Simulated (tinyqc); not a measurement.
Speciation in dilute and buffered hydrofluoric acid, oxide etch rate and bath loading: one step, computed by the program tinyqc. Command: `OMP_NUM_THREADS=1 python tinyqc.py 3120508 3120509 out.jsonl hfetch walk`. One thread of a shared host (Intel(R) Xeon(R) Processor @ 2.30GHz), about 0.01 s of CPU time with the checks.

Concentrations stand for activities, NH4+ and Cl- are spectators, and water ionisation is neglected. H, F and HF2 denote the ions H+, F- and HF2-. The base temperature is 298 K.

Question. Etch rate. Rate = k_a ([HF] + 2 [H2F2]) + k_b [HF2], an empirical two-term form. Time = oxide/rate; a temperature error changes the rate by exp((E_a/k_B)(1/298 - 1/(298 + error))) - 1.

Inputs (values chosen for the exercise, of the order of those for thermal oxide at room temperature):
```
quantity                         value            unit
rate constant of neutral HF k_a    9.9  nm L/(min mol)
rate constant of HF2 k_b            63  nm L/(min mol)
activation energy                 0.42              eV
temperature error                  2.8               K
oxide removed per wafer            2.2              nm
```

[HF] = 0.02816366 mol/L

[H2F2] = 0 mol/L

[HF2] = 0.001589333 mol/L

Constants: k_B = 8.617333262e-05 eV/K.

Give: etch rate; share of HF2 in the rate; etch time; rate change from the temperature error.

Answer.

etch rate = 0.3789 nm/min

share of HF2 in the rate = 26.42 %

etch time = 348.3 s

rate change from the temperature error = 16.44 %
